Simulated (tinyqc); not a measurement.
Interlayer thickness: switching kinetics of a ferroelectric film and the memory window of a ferroelectric gate stack. Computed by tinyqc, a small Python program. Command: `OMP_NUM_THREADS=1 python tinyqc.py 3021307 3021308 out.jsonl feswitch walk`. One thread of a shared host (Intel(R) Xeon(R) Processor @ 2.30GHz), about 0.02 s of CPU time with the checks.

Fields in MV/cm; 1 microcoulomb/cm^2 over eps_0 is 11.29409 MV/cm. In the stack (metal, ferroelectric, interlayer, channel) the channel is taken as a conductor.

Inputs (values chosen for the exercise, for a model hafnia-based film): saturation polarisation P_s = 20 microcoulomb/cm^2; ratio P_r/P_s = 0.82; coercive field E_c = 0.65 MV/cm; permittivity of the ferroelectric eps_F = 26; thickness t_F = 15 nm; permittivity of the interlayer eps_I = 7.5; share s of P screened by trapped charge = 0.93; pulse height V = 6.4 V; breakdown field of the interlayer = 11 MV/cm.

Method. Series stack: V = E_F t_F + E_I t_I and eps_I E_I = eps_F E_F + (1 - s) P/eps_0. E_I is for P = +P_s at the pulse height, the depolarising field for P = +P_r at V = 0; V needed puts E_F = 1.5 E_c after switching.

Stack against t_I:
```
t_I (nm)  E_F after (MV/cm)  E_I (MV/cm)  depolarising field / E_c  V needed (V)
0.3                  3.9506       15.804                   0.04974        1.6271
0.5                  3.7617       15.149                   0.07947        1.7369
0.8                  3.5060       14.262                   0.11971        1.9016
1.2                  3.2083       13.230                   0.16657        2.1211
1.6                  2.9507       12.337                   0.20711        2.3406
2.0                  2.7257       11.557                   0.24252        2.5601
3.0                  2.2707        9.980                   0.31413        3.1090
```

What does the comparison show, and why?

Each nanometre of interlayer costs 0.55 V, against 0.10 V for a nanometre of ferroelectric. The depolarising field grows from 0.05 to 0.31 E_c. At E_F = 1.5 E_c the interlayer carries (1.5 eps_F E_c + (1 - s) P_s/eps_0)/eps_I = 5.5 MV/cm whatever its thickness. Caution: rows with E_I above the breakdown field of the interlayer cannot be reached without charge injection.
